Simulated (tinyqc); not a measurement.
# From Raman width Gamma back to lattice temperature T

Model: decay of LO phonons and the hot-phonon bottleneck in the cooling of electrons. Computed by tinyqc, a small Python program. Command: `OMP_NUM_THREADS=1 python tinyqc.py 3017954 3017955 out.jsonl hotphonon inv`. One thread of a shared host (Intel(R) Xeon(R) Processor @ 2.30GHz), about 0.02 s of CPU time with the checks.

n(E, T) = 1/(exp(E/(k_B T)) - 1) is the Bose occupation. Electrons have a temperature T_e; the LO modes within their reach share one occupation N; the decay products stay at the lattice temperature.

Inputs (values chosen for the exercise, modelled on silicon carbide): LO energy hbar omega = 120 meV; lifetime at T = 0, tau_0 = 3.2 ps; weight b of the three-phonon channel = 0.065.

Decay channel: two equal phonons plus a three-phonon channel.

Constants: k_B = 8.617333262e-05 eV/K; c = 299792458 m/s.

Method. Decay rate 1/tau = (1/tau_0) [1 + 2 n_2 + b (1 + 3 n_3 + 3 n_3^2)]/(1 + b), n_2 = n(hbar omega/2), n_3 = n(hbar omega/3). Full width Gamma = 1/(2 pi c tau) in 1/cm, c in cm/s.

Task: A run gave the result below. Find the lattice temperature T, known to lie between 140 and 250 K.

Raman width Gamma = 1.727742 1/cm

Result:

Each step takes the trial c = (a f_b - b f_a)/(f_b - f_a), f being the result less the target and a, b, c the logarithms of the listed values; c replaces end b, the old b replaces a if the sign of f changed, and otherwise f_a is halved.

Scan of the range:
```
lattice temperature T (K),Raman width Gamma (1/cm)
140,1.69260
154,1.70976
170,1.73440
187,1.76634
206,1.80867
227,1.86297
250,1.93059
```

False position (Illinois rule, in the logarithm of the input) inside the bracket:
```
step,end a,end b,trial,Raman width Gamma (1/cm)
1,154.000,170.000,165.518,1.72696
2,170.000,165.518,165.982,1.72771
3,170.000,165.982,166.016,1.72777
4,165.982,166.016,166.000,1.72774
5,166.016,166.000,166.000,1.72774
```

Raman width Gamma rises at every point of a 13-point scan of the range (every second point is shown), so one value fits; it is bracketed by 154 and 170. Answer: lattice temperature T = 166.0 K.
